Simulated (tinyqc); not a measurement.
# Time-dependent dielectric breakdown: cell percolation, Weibull statistics, area scaling and voltage extrapolation, step by step

A worked calculation. Computed by tinyqc, a small Python program that keeps every step. Command: `OMP_NUM_THREADS=1 python tinyqc.py 3028826 3028827 out.jsonl tddb walk`. One thread of a shared host (Intel(R) Xeon(R) Processor @ 2.30GHz), about 0.01 s of CPU time with the checks. Intermediate numbers are printed to about 6 digits and carried at full precision; extremes and crossings named in words are read from the listed rows.

The oxide is divided into columns of area a^2, each holding m = t_ox/a cells (m is taken as continuous). A share lambda(t) = (t/t_1)^alpha of the cells is defective, and a column whose cells are all defective breaks down.

Inputs (values chosen for the exercise, for a model gate oxide):

| quantity | value | unit |
|---|---|---|
| oxide thickness t_ox | 2.9 | nm |
| defect cell size a | 1.3 | nm |
| exponent alpha of defect growth | 0.9 | - |
| time t_1 at which the occupied share would reach 1 | 1.2e+06 | s |
| test area A | 4 | um^2 |
| product area A_u | 200000 | um^2 |
| stress voltage V | 3.56 | V |
| use voltage V_u | 1.7 | V |
| local exponent n = -d ln t/d ln V at the stress voltage | 44 | - |
| activation energy E_a | 0.41 | eV |
| stress temperature T | 175 | C |
| use temperature T_u | 55 | C |
| allowed failure fraction F | 0.0001 | - |

Voltage law used: power.

Constants: k_B = 8.617333262e-05 eV/K.

## Weibull parameters from the cell model

Failure fraction F = 1 - (1 - lambda^m)^N with N = A/a^2 columns, which for small lambda^m is 1 - exp(-(t/t63)^beta) with beta = alpha m and t63 = t_1 N^(-1/beta); critical share lambda(t63) = N^(-1/m). 1 um^2 = 1e6 nm^2.

cells per column m = 2.23077

columns N = 2.36686e+06

Weibull slope beta = 2.00769

characteristic life t63 = 802.242 s

critical share of defective cells = 0.00138871

Times between F = 10 % and 90 % span a factor 4.65: the smaller beta = alpha m, the wider the scatter. Caution: t_1 is an input here; in a real oxide it changes with thickness at fixed voltage.

## A sample of breakdown times

uniform random numbers u: 0.8311  0.6713  0.4378  0.0218  0.1726  0.7515  0.9633  0.4578

Each device fails at t = t63 (-ln(1 - u))^(1/beta). Sort the times; median rank F_i = (i - 0.3)/(n_s + 0.4) for n_s devices; W = ln(-ln(1 - F_i)).

Weibull plot:

| i | t (s) | F_i | ln t | W |
|---|---|---|---|---|
| 1 | 119.98 | 0.083333 | 4.78730 | -2.44172 |
| 2 | 350.31 | 0.202381 | 5.85883 | -1.48667 |
| 3 | 609.45 | 0.321429 | 6.41256 | -0.94735 |
| 4 | 628.25 | 0.440476 | 6.44294 | -0.54357 |
| 5 | 846.03 | 0.559524 | 6.74056 | -0.19857 |
| 6 | 946.02 | 0.678571 | 6.85226 | 0.12661 |
| 7 | 1068.68 | 0.797619 | 6.97418 | 0.46850 |
| 8 | 1455.11 | 0.916667 | 7.28284 | 0.91024 |

## Fitting the sample

W = ln(-ln(1 - F_i)) with the median ranks F_i. Least squares in W: W = beta ln t - beta ln t63. Maximum likelihood: solve sum t^b ln t/sum t^b - 1/b = mean of ln t for b, then t63 = (mean of t^b)^(1/b).

slope by least squares = 1.35275

t63 by least squares = 896.902 s

slope by maximum likelihood = 1.94987

t63 by maximum likelihood = 845.370 s

The true values are beta = 2.008 and t63 = 802 s. With 8 devices the standard error of the maximum-likelihood slope is about 0.78 beta/sqrt(n_s) = 0.55; the fits miss by -0.65 and -0.06, and t63 by +12 and +5 %.

## Projection to use conditions

All three voltage laws share the slope n at the stress voltage. Factor t(V_u)/t(V): E law exp(n (1 - V_u/V)); 1/E law exp(n (V/V_u - 1)); power law (V/V_u)^n. Temperatures in kelvin are T(C) + 273.15. Temperature factor exp[(E_a/k_B)(1/T_u - 1/T)]; area factor (A/A_u)^(1/beta); percentile factor (-ln(1 - F))^(1/beta); life = t63 x all four; 1 year = 3.15576e7 s.

voltage factor = 1.33060e+14

temperature factor = 48.5389

area factor = 0.00456580

percentile factor = 0.0101783

projected life = 7.63009e+06 years

Area and percentile together cost 4.3 decades, voltage and temperature return 15.8; a ten-year target is met. Caution: a voltage factor of more than nine decades rests wholly on the chosen law and cannot be tested.

## Three voltage laws

Life = t63 x voltage, temperature, area and percentile factors, the last three as above.

Log10 of the life in years:

| V_u/V | V_u (V) | E law | 1/E law | power law |
|---|---|---|---|---|
| 1.00 | 3.560 | -7.24152 | -7.2415 | -7.2415 |
| 0.95 | 3.382 | -6.28607 | -6.2358 | -6.2614 |
| 0.90 | 3.204 | -5.33062 | -5.1183 | -5.2282 |
| 0.80 | 2.848 | -3.41973 | -2.4643 | -2.9775 |
| 0.70 | 2.492 | -1.50883 | 0.9480 | -0.4258 |
| 0.60 | 2.136 | 0.40206 | 5.4978 | 2.5198 |
| 0.50 | 1.780 | 2.31296 | 11.8674 | 6.0038 |
| 0.40 | 1.424 | 4.22386 | 21.4219 | 10.2678 |

At V_u/V = 0.9 the laws differ by 0.21 decades at most, and at 0.5 by 9.6. The E law is the most cautious and the 1/E law the most hopeful. Ten years are reached at V_u/V = 0.569 (E), 0.699 (1/E), 0.650 (power). Caution: the rows at low voltage extrapolate over many decades and cannot be tested.

Checks made by the program: Weibull form against the exact column count at t63 (relative difference 1e-07).
